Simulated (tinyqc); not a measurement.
Two-band model of a narrow-gap semiconductor with electrons and holes: one step, computed by the program tinyqc.

Two parabolic bands with acoustic scattering (r = -1/2, a = 0), a gap that does not change with T, and fully ionised dopants. Melting is ignored, so values above the melting point are formal, and kappa_L does not change with T. eta_n = (E_F - E_c)/(k_B T), eta_p = -eta_n - E_g/(k_B T).

Question. Both bands together. Both bands together (these totals replace the one-band zT): sigma = sigma_n + sigma_p; S = (sigma_p |S_p| - sigma_n |S_n|)/sigma; kappa_bip = (sigma_n sigma_p/sigma)(|S_n| + |S_p|)^2 T; kappa_e = (L_n sigma_n + L_p sigma_p) T; zT = S^2 sigma T/(kappa_L + kappa_e + kappa_bip); weak-field R_H = (r_p sigma_p^2/p - r_n sigma_n^2/n)/(e sigma^2), where the Hall factors r_n and r_p are <x^(3/2)> <x^(1/2)>/<s>^2.

Inputs (values chosen for the exercise, modelled on InAs): lattice thermal conductivity kappa_L = 21 W/(m K); temperature T = 690 K.

Doping: p-type.

Partial coefficients:

| band | sigma (S/cm) | \|S\| (microvolt/K) | L (1e-8 V^2/K^2) | density (1/cm^3) | Hall factor |
|---|---|---|---|---|---|
| electrons | 13.15464 | 457.2018 | 1.491978 | 1.275866e+16 | 1.175495 |
| holes | 22.25569 | 413.4607 | 1.496480 | 1.412759e+18 | 1.173795 |

Constants: e = 1.602176634e-19 C.

Give: conductivity sigma; Seebeck coefficient S; bipolar thermal conductivity; kappa_e; zT; Hall coefficient R_H.

Answer.

conductivity sigma = 35.410 S/cm

Seebeck coefficient S = 90.017 microvolt/K

bipolar thermal conductivity = 0.43245 W/(m K)

kappa_e = 0.036523 W/(m K)

zT = 9.2218e-04

Hall coefficient R_H = -77.312 cm^3/C

The minority band lowers |S| from 413 to 90 microvolt/K, and bipolar flow adds 2 % of the thermal conductivity. S and R_H have opposite signs, because R_H weights each carrier by mu^2 and S by mu times the partial |S| of its band.
